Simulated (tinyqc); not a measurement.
Coupled-perturbed Hartree-Fock on RHF in the sto-3g basis, for H3+, spin multiplicity 1, step by step. The polarisability along this axis is zero because the basis has no function that the field can mix in; the real value is not. One step of it, computed by the program tinyqc.

Problem. Iteration 8 (converged): orbitals. Diagonalise F' = X^T F X, C = X C', fill 1 alpha and 1 beta electrons from the bottom; D = 2 C_occ C_occ^T. Each column has its largest component positive (the first on a tie).

converged F (hartree):
```
           1H 1s      2H 1s      3H 1s
1H 1s  -0.927603  -0.773252  -0.773252
2H 1s  -0.773252  -0.644412  -0.382890
3H 1s  -0.773252  -0.382890  -0.644412
```

X:
```
           1H 1s      2H 1s      3H 1s
1H 1s   1.416063  -0.439432  -0.439432
2H 1s  -0.439432   1.192637   0.080640
3H 1s  -0.439432   0.080640   1.192637
```

Give: F' = X^T F X; orbital energies; coefficients C; D after iteration 8.

Solution.

F' = X^T F X (hartree):
```
         1        2        3
1  -0.3321  -0.5408  -0.5408
2  -0.5408  -0.3083   0.0151
3  -0.5408   0.0151  -0.3083
```

orbital energies (hartree): MO1 -1.0777, MO2 -0.3234, MO3 0.4525

coefficients C:
```
          MO1      MO2      MO3
1H 1s  0.5802   0.0000   1.4335
2H 1s  0.3138   0.7863  -0.9514
3H 1s  0.3138  -0.7863  -0.9514
```

D after iteration 8:
```
        1H 1s   2H 1s   3H 1s
1H 1s  0.6732  0.3641  0.3641
2H 1s  0.3641  0.1970  0.1970
3H 1s  0.3641  0.1970  0.1970
```
